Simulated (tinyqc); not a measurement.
From binding energy back to electron mass m: donor or exciton in a quantum well (variational effective-mass method). Computed by tinyqc, a small Python program. Command: `OMP_NUM_THREADS=1 python tinyqc.py 3027437 3027438 out.jsonl welldonor inv`. One thread of a shared host (Intel(R) Xeon(R) Processor @ 2.30GHz), about 0.09 s of CPU time with the checks.

Electron and hole in their lowest subbands f(z) = cos(pi z/L); relative in-plane motion exp(-rho/lambda) (separable trial function), H = -nabla_rho^2 - 2/sqrt(rho^2 + (z_e - z_h)^2) in effective units. Mass and screening are the same in well and barrier; l = L/a* is the width in effective units. Bands are flat: no polarisation or applied field.

Inputs (values chosen for the exercise, modelled on ZnO): dielectric constant eps = 8.11; well width L = 2.9 nm; in-plane hole mass m_h = 0.246 m_0.

Centre: exciton. Barriers: infinite.

Constants: Ry = 13.605693123 eV; a_0 = 0.529177210903 angstrom.

Method:
- mu = m m_h/(m + m_h) takes the place of m; Ry* = Ry m/eps^2, a* = a_0 eps/m; l = L/a*.
- k = pi/l; f = cos(k z) inside and zero outside.
- Binding E_b(lambda) = -1/lambda^2 + (8/lambda^2) int_0^l P(z) g(z) dz, with P(z) = (2/l) [(1 - z/l)(1 + cos(2 pi z/l)/2) + (3/(4 pi)) sin(2 pi z/l)] the distribution of |z_e - z_h| and g(z) = int_z^infinity exp(-2 sqrt(r^2 - z^2)/lambda) dr = int_0^infinity exp(-2 rho/lambda) rho/sqrt(rho^2 + z^2) d rho; 40 Gauss-Legendre points in z and 40 in t with rho = lambda t/(1 - t).
- Golden-section search for the maximum over lambda from 0.3 to 4, 40 steps.

Problem. A run gave the result below. Find the electron mass m, known to lie between 0.16 and 0.33 m_0.

binding energy = 56.08464 meV

Solution.

Each step takes the trial c = (a f_b - b f_a)/(f_b - f_a), f being the result less the target and a, b, c the logarithms of the listed values; c replaces end b, the old b replaces a if the sign of f changed, and otherwise f_a is halved.

Scan of the range:
```
electron mass m (m_0)  binding energy (meV)
0.160                               47.9096
0.181                               50.3397
0.204                               52.6554
0.230                               54.9234
0.259                               57.1037
0.292                               59.2295
0.330                               61.3100
```

False position (Illinois rule, in the logarithm of the input) inside the bracket:
```
step     end a     end b     trial  binding energy (meV)
1     0.230000  0.259000  0.245017               56.0934
2     0.230000  0.245017  0.244787               56.0762
3     0.245017  0.244787  0.244900               56.0846
4     0.244787  0.244900  0.244900               56.0846
```

Binding energy rises at every point of a 13-point scan of the range (every second point is shown), so one value fits; it is bracketed by 0.230 and 0.259. Answer: electron mass m = 0.2449 m_0.

Caution: so narrow a well has large confinement energy, where non-parabolicity and barrier penetration matter.
